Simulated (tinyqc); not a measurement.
# On-chip interconnect, size-dependent resistivity and RC delay: two studies

A rectangular line between two neighbours and two ground planes. Surface and grain-boundary scattering are added to the bulk resistivity as corrections; capacitances are parallel-plate values without fringing; inductance is ignored.

Values chosen for this exercise; metal values close to those of copper:

| symbol | value | unit | meaning |
|---|---|---|---|
| rho0 | 1.63 | uohm cm | bulk resistivity |
| lam | 40.7 | nm | bulk mean free path |
| ps | 0.1 |  | specular share of surface scattering |
| Rg | 0.41 |  | reflection coefficient of grain boundaries |
| gr | 1 |  | grain size over the metal width |
| wd | 10 | nm | drawn line width |
| AR | 2.6 |  | aspect ratio, height over width |
| tl | 1.3 | nm | liner on both walls and the bottom, not conducting |
| sp | 20 | nm | space to the neighbouring lines |
| hd | 16 | nm | dielectric height to the planes above and below |
| ek | 4.2 |  | relative permittivity of the dielectric |
| Mf | 1 |  | Miller factor of the neighbours |
| Lw | 280 | um | line length |
| Rd | 7000 | ohm | driver resistance |
| Cl | 0.85 | fF | load capacitance |
| rho2 | 5.24 | uohm cm | bulk resistivity of the second metal (close to tungsten) |
| lam2 | 15.4 | nm | mean free path of the second metal |
| tl2 | 0.5 | nm | liner of the second metal |

Constants: eps0 = 8.8541878128e-12 F/m. Results are converted to the units shown.

Each table varies one quantity; the others keep the values above.

## Delay against the reflection coefficient of grain boundaries

Metal width x = wd - 2 tl, height y = AR wd - tl; grain boundaries (Mayadas-Shatzkes): al = (lam/(gr x)) Rg/(1 - Rg), g = 1/[1 - 3 al/2 + 3 al^2 - 3 al^3 ln(1 + 1/al)] - 1; surfaces (Fuchs-Sondheimer, thick limit): s = (3/8) lam (1 - ps)(1/x + 1/y); rho = rho0 (1 + g + s); r = rho/(x y); c = eps0 ek (2 wd/hd + 2 Mf AR wd/sp). Elmore delay tE = Rd (c Lw + Cl) + r Lw (c Lw/2 + Cl); t50 is the time at which the far end of a ladder of 30 pi sections (half capacitances at both ends, Cl at the far end, a step applied through Rd) reaches half the step; line share r Lw/(Rd + r Lw); estimate 0.69 Rd (c Lw + Cl) + 0.38 r c Lw^2 + 0.69 r Lw Cl.

The same in every row: c (fF/um) = 0.1432.

Delay against the reflection coefficient of grain boundaries:
```
Rg    rho (uohm cm)  r (ohm/um)  tE (ps)  t50 (ps)  estimate (ps)  line share of the resistance (%)
0.05          6.233       341.0     2282      1726           1708                             93.17
0.15          7.743       423.6     2765      2092           2074                             94.43
0.25          9.632       526.9     3369      2550           2532                             95.47
0.35          12.09       661.5     4157      3147           3128                             96.36
0.45          15.44       844.7     5228      3959           3939                             97.13
0.55          20.27        1109     6775      5131           5111                             97.80
0.65          27.86        1524     9205      6971           6951                             98.39
0.75          41.53        2272  1.358e4   1.028e4        1.026e4                             98.91
```

What does the table show?

As Rg goes from 0.05 to 0.75, r rises from 341 to 2270 ohm/um, c stays at 0.143 fF/um and t50 rises from 1730 to 10300 ps. t50/tE lies between 0.756 and 0.757, and the estimate is within 1.0 % of t50.

## Two metals against line width

Metal width x = wd - 2 tl, height y = AR wd - tl; grain boundaries (Mayadas-Shatzkes): al = (lam/(gr x)) Rg/(1 - Rg), g = 1/[1 - 3 al/2 + 3 al^2 - 3 al^3 ln(1 + 1/al)] - 1; surfaces (Fuchs-Sondheimer, thick limit): s = (3/8) lam (1 - ps)(1/x + 1/y); rho = rho0 (1 + g + s); r = rho/(x y). The second metal has rho2, lam2 and tl2 in place of rho0, lam and tl; ps, Rg, gr and AR are shared.

Two metals against line width:
```
wd (nm)  rho, first (uohm cm)  rho, second (uohm cm)  r, first (ohm/um)  r, second (ohm/um)  ratio second/first
5                      38.589                 33.213              13742              6642.5             0.48336
6.5                    24.669                 25.723             4054.7              2851.8             0.70334
8                      18.406                 21.416             1748.0              1507.1             0.86218
10                     13.964                 17.887             764.00              779.40              1.0202
13                     10.474                 14.783             309.87              369.93              1.1938
17                     8.0616                 12.440             130.50              177.92              1.3634
22                     6.4338                 10.757             59.327              90.343              1.5228
30                     5.0556                 9.2619             24.056              41.210              1.7130
45                     3.8640                 7.9127             7.8766              15.436              1.9598
70                     3.0490                 6.9581             2.5034              5.5560              2.2194
120                    2.4537                 6.2444            0.67268              1.6846              2.5043
```

The resistivity of the first metal falls from 38.6 to 2.45 uohm cm and that of the second goes from 33.2 to 6.24 uohm cm as the line widens. The products rho0 lam, which set the size effect, are 66.3 and 80.7 uohm cm nm. The two resistances cross at wd = 9.71 nm: below it the second metal gives the lower line resistance. For widths well under the mean free path the thick-limit surface term is only a guide.

Range of the model: The metal width is under the mean free path, where the thick-limit surface term and the simple sum of corrections lose accuracy.

tinyqc, about 0.01 s, one thread, Intel Xeon 2.30GHz (shared host): `OMP_NUM_THREADS=1 python tinyqc.py 2100091 2100092 out.jsonl`
